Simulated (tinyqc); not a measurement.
Temperature and isotope dependence of a band gap in oscillator models: one step. The gap at T. Four cases, with inputs chosen for the exercise.

Problem. Give the occupations, the two terms, the gap, ZP and the static gap.

E(T) = E0 - sum_i sl_i th_i n_i(T), n = 1/(exp(th/T) - 1). The same coupling lowers the gap at 0 K by the zero-point term ZP = sum_i sl_i th_i/2, so the gap of the static lattice is E0 + ZP. Thermal expansion is taken as part of the slopes.

Give: n_i; terms; E(T); ZP; static gap.

Case 1.

Values chosen (near those of InP; shifted at random, so the results belong to these values and not to a real crystal): E0 = 1.428 eV (gap at 0 K); th = (114, 370) K (temperatures of two oscillators); sl = (0.0627, 0.3293) meV/K (their high-temperature slopes); T = 300 K (temperature).

Solution.

n_i: 2.16317  0.41107

terms (meV): 15.462  50.086

E(T) = 1.3625 eV
ZP = 64.49 meV
static gap = 1.4925 eV

The thermal fall, 65.5 meV, is larger than the zero-point term, 64.5 meV; the soft oscillator supplies 24 % of the fall but 6 % of ZP. A calculation with clamped ions should be compared with the static gap.

Case 2.

Values chosen (near those of InP; shifted at random, so the results belong to these values and not to a real crystal): E0 = 1.423 eV (gap at 0 K); th = (107, 324) K (temperatures of two oscillators); sl = (0.1648, 0.2472) meV/K (their high-temperature slopes); T = 300 K (temperature).

Solution.

n_i: 2.33340  0.51422

terms (meV): 41.146  41.186

E(T) = 1.3407 eV
ZP = 48.86 meV
static gap = 1.4719 eV

The thermal fall, 82.3 meV, is larger than the zero-point term, 48.9 meV; the soft oscillator supplies 50 % of the fall but 18 % of ZP. A calculation with clamped ions should be compared with the static gap.

Case 3.

Values chosen (near those of Si; shifted at random, so the results belong to these values and not to a real crystal): E0 = 1.172 eV (gap at 0 K); th = (191, 554) K (temperatures of two oscillators); sl = (0.085, 0.242) meV/K (their high-temperature slopes); T = 600 K (temperature).

Solution.

n_i: 2.66784  0.65891

terms (meV): 43.312  88.338

E(T) = 1.0403 eV
ZP = 75.15 meV
static gap = 1.2472 eV

The thermal fall, 131.7 meV, is larger than the zero-point term, 75.2 meV; the soft oscillator supplies 33 % of the fall but 11 % of ZP. A calculation with clamped ions should be compared with the static gap.

Case 4.

Values chosen (near those of GaAs; shifted at random, so the results belong to these values and not to a real crystal): E0 = 1.516 eV (gap at 0 K); th = (117, 299) K (temperatures of two oscillators); sl = (0.2055, 0.2615) meV/K (their high-temperature slopes); T = 300 K (temperature).

Solution.

n_i: 2.09652  0.58506

terms (meV): 50.408  45.745

E(T) = 1.4198 eV
ZP = 51.12 meV
static gap = 1.5671 eV

The thermal fall, 96.2 meV, is larger than the zero-point term, 51.1 meV; the soft oscillator supplies 52 % of the fall but 24 % of ZP. A calculation with clamped ions should be compared with the static gap.

Computed by tinyqc, one run a case: `OMP_NUM_THREADS=1 python tinyqc.py N N+1 out.jsonl` with N = 1850604, 1850636, 1850722, 1850767; one thread of a shared Intel(R) Xeon(R) Processor @ 2.30GHz, about 0.01 s a run at most.
